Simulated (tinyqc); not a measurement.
What each parameter does: four-band model of biased bilayer graphene near K.

Basis A1, B1, A2, B2, with B1 below A2; p = kx + i ky, v_j = (sqrt3/2) a g_j. Diagonal -U/2, -U/2, U/2, U/2; <A1|B1> = <A2|B2> = v0 p*, <B1|A2> = g1, <A1|B2> = v3 p, <A1|A2> = <B1|B2> = -v4 p*.

Inputs chosen for the exercise (near those used for Bernal bilayer graphene; shifted at random, so the results belong to these values and not to a real crystal): a = 2.46 angstrom (lattice constant); g0 = 2.82 eV (hopping in a layer); g1 = 0.353 eV (hopping of the dimer sites); g3 = 0 eV (skew hopping A1-B2); g4 = 0 eV (skew hopping A1-A2); U = 0.28 eV (potential difference of the layers); k = (0.037, 0.016) 1/angstrom (wave vector from K).

The four levels at k.

Results for these values:

| case | band 1 (eV) | band 2 (eV) | band 3 (eV) | band 4 (eV) |
|---|---|---|---|---|
| base | -0.5160 | -0.1221 | 0.1221 | 0.5160 |

What happens to each result for g1 = 0.3883 eV, all else kept?

Answer: band 1 falls from -0.5160 to -0.5403; band 2 falls from -0.1221 to -0.1239; band 3 rises from 0.1221 to 0.1239; band 4 rises from 0.5160 to 0.5403.

The same for each parameter in turn:

| case | band 1 (eV) | band 2 (eV) | band 3 (eV) | band 4 (eV) |
|---|---|---|---|---|
| base | -0.5160 | -0.1221 | 0.1221 | 0.5160 |
| g0 = 2.961 eV | -0.5263 | -0.1271 | 0.1271 | 0.5263 |
| g1 = 0.3883 eV | -0.5403 | -0.1239 | 0.1239 | 0.5403 |
| g3 = 0.1 eV | -0.5165 | -0.1203 | 0.1203 | 0.5165 |
| g4 = 0.05 eV | -0.5189 | -0.1192 | 0.1250 | 0.5131 |
| U = 0.33 eV | -0.5299 | -0.1249 | 0.1249 | 0.5299 |

Only g4 breaks the mirror symmetry between the upper and lower bands.

(tinyqc, `OMP_NUM_THREADS=1 python tinyqc.py 1451945 1451946 out.jsonl`, Intel(R) Xeon(R) Processor @ 2.30GHz, 1 thread, shared host, about 0.03 s.)
